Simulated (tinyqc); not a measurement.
# Worked calculation: junctionless gate-all-around wire, depletion approximation

tinyqc, about 0.01 s, one thread, Intel Xeon 2.30GHz (shared host): `OMP_NUM_THREADS=1 python tinyqc.py 2460011 2460012 out.jsonl` Printed values are rounded.

A uniformly doped n-type wire of radius R under a surrounding gate; long channel. Below flat band a shell from radius rc to R is fully depleted and the neutral core, at channel potential V (0 at the source, Vd at the drain), carries the current with constant mobility; s = (rc/R)^2 is the share of the cross-section that conducts. The edge of the depleted shell is taken as abrupt, so there is no subthreshold current.

Values chosen for this exercise; material values close to those of gallium arsenide:

| symbol | value | unit | meaning |
|---|---|---|---|
| eps_r | 13 |  | relative permittivity of the semiconductor |
| eox | 22 |  | relative permittivity of the gate insulator |
| tox | 4.7 | nm | insulator thickness |
| R | 15 | nm | wire radius |
| Nd | 3.8e18 | cm^-3 | donor density |
| Vfb | 0.82 | V | flat-band voltage |
| mu | 37 | cm^2/(V s) | effective mobility in the wire |
| L | 0.05 | um | gate length |
| Vg | 0.54 | V | gate voltage |
| Vd | 0.5 | V | drain voltage |

Constants: q = 1.602176634e-19 C, eps0 = 8.8541878128e-14 F/cm where lengths are in cm. Results are converted to the units shown.

Range of the model: The core is thin, so the Debye tails of the electrons, left out here, matter.

## Voltages that deplete the wire

Cox = eps0 eox/(R ln(1 + tox/R)); A = q Nd R^2/(4 eps0 eps_r); B = q Nd R/(2 Cox); VT = Vfb - A - B.

Cox = 4.76436 uF/cm^2
A = 0.297526 V
B = 0.0958409 V
VT = 0.426633 V

Of the 0.393 V needed, 24.4 % drops over the insulator. The device is normally off.

## Iteration 1: conducting share at the source by Newton steps

s at the start = 0.2

With V = 0: f = A (1 - s + s ln s) + B (1 - s) - (Vfb - Vg); f' = A ln s - B; s(new) = s - f/f'.

f = -0.0610766 V
f' = -0.574690 V
s after iteration 1 = 0.0937225

## Iteration 2: conducting share at the source by Newton steps

As before.

f = 0.0104841 V
f' = -0.800208 V
s after iteration 2 = 0.106824

## Course of the iteration: conducting share at the source by Newton steps

Stop when s changes by less than 1e-11, or after 30 iterations. s must stay positive.

Course of the iteration:
```
iteration	s	|change|
1	0.0937225	0.106
2	0.106824	0.0131
3	0.107167	3.42e-4
4	0.107167	2.14e-7
5	0.107167	8.40e-14
```

Converged in 5 iterations. At the end the number of correct digits about doubles with each step.

## Core radius, conductance and current

s0 = 0.107167
sL = 0

s solves Vfb - Vg + V = A (1 - s + s ln s) + B (1 - s), and s = 0 where the left side exceeds A + B. I = (q mu Nd pi R^2/L)[g(s0) - g(sL)], g = A (s^2/4 - (s^2/2) ln s) + B s^2/2, with s0 at V = 0 and sL at V = Vd. rc = R sqrt(s0); the small-signal conductance at Vd = 0 is q mu Nd pi R^2 s0/L.

rc at the source = 4.91045 nm
conductance = 3.41286 uS
I = 0.166247 uA

The drain end is pinched off, so the current is saturated.
